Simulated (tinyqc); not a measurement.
## Thin-film resistivity, exact integral against the thick limit

Fuchs-Sondheimer for a film of thickness d, k = d/lam: rho0/rho = 1 - (3 (1 - ps)/(2 k)) int_1^infinity (t^-3 - t^-5)(1 - exp(-k t))/(1 - ps exp(-k t)) dt; thick limit rho/rho0 = 1 + 3 (1 - ps)/(8 k).

Parameters, values chosen for the exercise; metal values close to those of aluminium:
- rho0 = 2.63 uohm cm (bulk resistivity)
- lam = 18.8 nm (bulk mean free path)
- ps = 0 (specular share of surface scattering)

Thin-film resistivity, exact integral against the thick limit:

| d (nm) | k | rho/rho0, exact | thick limit | error of the limit (%) | rho (uohm cm) |
|---|---|---|---|---|---|
| 0.94 | 0.05000 | 7.728 | 8.500 | 9.99 | 20.32 |
| 1.8 | 0.09574 | 4.922 | 4.917 | -0.107 | 12.94 |
| 3.5 | 0.1862 | 3.230 | 3.014 | -6.68 | 8.495 |
| 6.9 | 0.3670 | 2.221 | 2.022 | -8.98 | 5.842 |
| 13 | 0.6915 | 1.670 | 1.542 | -7.65 | 4.392 |
| 26 | 1.383 | 1.329 | 1.271 | -4.36 | 3.496 |
| 50 | 2.660 | 1.161 | 1.141 | -1.76 | 3.055 |
| 97 | 5.160 | 1.078 | 1.073 | -0.524 | 2.836 |
| 190 | 10.11 | 1.039 | 1.037 | -0.138 | 2.731 |

rho/rho0 falls from 7.73 to 1.04. The error of the thick limit goes from 10 through a minimum of -9.0 (at d = 6.9 nm among the rows listed) to -0.14 %; it stays within 5 % for k of 1.383 and above among the rows listed. The change of sign at small k is a crossing of two different laws, not agreement.

Numbers from tinyqc (`OMP_NUM_THREADS=1 python tinyqc.py 2100047 2100048 out.jsonl`; about 0.01 s on one thread of a shared Intel Xeon 2.30GHz).
